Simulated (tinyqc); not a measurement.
Worked calculation: tight binding, kagome lattice. Computed by tinyqc, a small Python program that keeps every step. Settings: t1 = 1.2, t2 = 1.2, delta = 0, bands filled = 1. Command: `OMP_NUM_THREADS=1 python tinyqc.py 31305 31306 out.jsonl` (the two numbers bound the seeds that draw the settings). One thread of a shared host (Intel(R) Xeon(R) Processor @ 2.60GHz), about 0.01 s of CPU time with the checks.

## Bloch Hamiltonian at k

Parameters chosen for this model:
```
parameter     value                unit
t1         1.200000    eV, up triangles
t2         1.200000  eV, down triangles
delta             0        eV on site C
```

k point k (fractions of the reciprocal vectors): -0.1300  0.4400

H_AB = -t1 - t2 exp(-i k.a1), H_AC = -t1 - t2 exp(-i k.a2), H_BC = -t1 - t2 exp(i k.(a1 - a2)), H_CC = delta.

H(k) at k (eV), lower triangle (Hermitian):
```
                 A                B       C
A           0.0000
B  -2.0215+0.8748i           0.0000
C  -0.0843-0.4417i  -0.1142+0.5109i  0.0000
```

## Levels at k

Diagonalise the Hermitian matrix.

eigenvalues (eV): -2.2039  -0.1961  2.4000

weights |c|^2 of the basis functions:
```
   band 1  band 2  band 3
A  0.4958  0.0452  0.4590
B  0.5036  0.0314  0.4650
C  0.0006  0.9234  0.0760
```

## Bloch Hamiltonian at K

k point K (fractions of the reciprocal vectors): 0.3333  0.6667

As before.

H(k) at K (eV), lower triangle (Hermitian):
```
                 A                B       C
A           0.0000
B  -0.6000-1.0392i           0.0000
C  -0.6000+1.0392i  -0.6000-1.0392i  0.0000
```

## Levels at K

As before.

eigenvalues (eV): -1.2000  -1.2000  2.4000

## Bands along a path

The same steps at evenly spaced points between the labelled ones.

Bands along the path (eV):
```
k           band 1   band 2  band 3
G          -4.8000   2.4000  2.4000
G-K 0.25   -4.4785   2.0785  2.4000
G-K 0.50   -3.6000   1.2000  2.4000
G-K 0.75   -2.4000        0  2.4000
K          -1.2000  -1.2000  2.4000
K-M 0.25   -1.6971  -0.7029  2.4000
K-M 0.50   -2.0785  -0.3215  2.4000
K-M 0.75   -2.3182  -0.0818  2.4000
M          -2.4000        0  2.4000
M-K' 0.25  -2.3182  -0.0818  2.4000
M-K' 0.50  -2.0785  -0.3215  2.4000
M-K' 0.75  -1.6971  -0.7029  2.4000
K'         -1.2000  -1.2000  2.4000
```

With 1 band(s) filled, the highest filled level on these points lies at K and the lowest empty one at K: the bands touch or overlap, so there is no gap.
